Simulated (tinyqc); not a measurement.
Hydrogen passivation of interface dangling bonds: competing passivation and dissociation with distributed barriers: one step, computed by the program tinyqc.

P_b + H2 gives P_bH + H at the rate k_f [H2]; P_bH gives P_b + H at the rate k_d. All defects start unpassivated. E_f and E_d are Gaussian and independent.

Task: Single barriers. [H2] = solubility factor x p; a = k_f0 [H2] exp(-E_f/(k_B T)), d = k_d0 exp(-E_d/(k_B T)). For one pair of barriers the active share is y = [d + a exp(-(a + d) t)]/(a + d). Temperatures in kelvin are T(C) + 273.15.

Inputs (values chosen for the exercise, close to those used for P_b centres at the silicon-oxide interface): passivation prefactor k_f0 = 4.5e-07 cm^3/s; mean passivation barrier E_f = 1.64 eV; spread sigma_f = 0.07 eV; dissociation prefactor k_d0 = 4.3e+12 1/s; mean dissociation barrier E_d = 2.62 eV; spread sigma_d = 0.05 eV; H2 in the oxide per atm, solubility factor = 4.5e+17 1/(cm^3 atm); hydrogen pressure p = 0.03 atm; anneal temperature T = 500 C; anneal time t = 510 s.

Constants: k_B = 8.617333262e-05 eV/K.

Give: passivation rate a; dissociation rate d; a t; steady active share d/(a + d); active share, single barriers.

Result:

passivation rate a = 0.1239 1/s

dissociation rate d = 3.589e-05 1/s

a t = 63.21

steady active share d/(a + d) = 2.895e-04

active share, single barriers = 2.895e-04

Passivation has run its course, and the balance with dissociation sets the remainder. Caution: single-barrier shares below about 1e-3 are formal; measured passivation levels off well above them.
